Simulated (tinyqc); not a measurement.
# Capacitances against the space between lines

Endless row of lines of width wl, height tl and space sl between grounded planes at distance hd; e2 fills the gaps beside the lines, e1 the rest. Laplace's equation is solved on meshes of 3, 6 and 12 steps per unit u and extrapolated (Aitken), which is good to about 0.2 %. C_even (all lines at 1 V) is the capacitance Cg to the planes; C_odd (neighbours in antiphase) = Cg + 4 Cc if only nearest neighbours couple, which defines Cc; total with quiet neighbours Cg + 2 Cc. Plate values 2 eps0 e1 wl/hd and eps0 e2 tl/sl.

Values chosen for this exercise:
```
symbol,value,unit,meaning
e1,3.9,,relative permittivity above and below the lines
e2,2.4,,relative permittivity between the lines
wl,4,u,"line width, in units u"
tl,12,u,line height
hd,8,u,distance to each plane
```

Constants: eps0 = 8.8541878128e-12 F/m. Results are converted to the units shown.

The same in every row: plate Cg (aF/um) = 34.5.

Capacitances against the space between lines:
```
sl (u)	Cg (aF/um)	Cc (aF/um)	Cg + 2 Cc (aF/um)	C_odd (aF/um)	plate Cc (aF/um)	share of coupling, 2 Cc/(Cg + 2 Cc) (%)
2	50.9	160	371	692	128	86.3
4	65.5	83.4	232	399	63.8	71.8
6	78.4	54.6	188	297	42.5	58.2
8	89.7	38.8	167	245	31.9	46.4
12	108	21.6	151	194	21.3	28.6
16	120	12.6	146	171	15.9	17.3
24	134	4.45	143	152	10.6	6.21
```

As sl goes from 2 to 24, Cg rises from 50.9 to 134 aF/um, Cc falls from 160 to 4.45 aF/um and the share of coupling falls from 86.3 to 6.21 %. Cg is 1.47 times its plate value in the first row and 3.89 times in the last; for Cc the ratios are 1.26 and 0.419. Neighbours in antiphase raise the load by a factor of 1.86 and 1.06 over quiet ones. For sl = 2, 4 the planes are farther than 0.8 of the pitch, so second neighbours couple too and Cg + 2 Cc understates the quiet load by a per cent or more.

Computed by the program tinyqc: `OMP_NUM_THREADS=1 python tinyqc.py 2790187 2790188 out.jsonl`, one thread of a shared Intel Xeon 2.30GHz, about 1 s for the whole run.
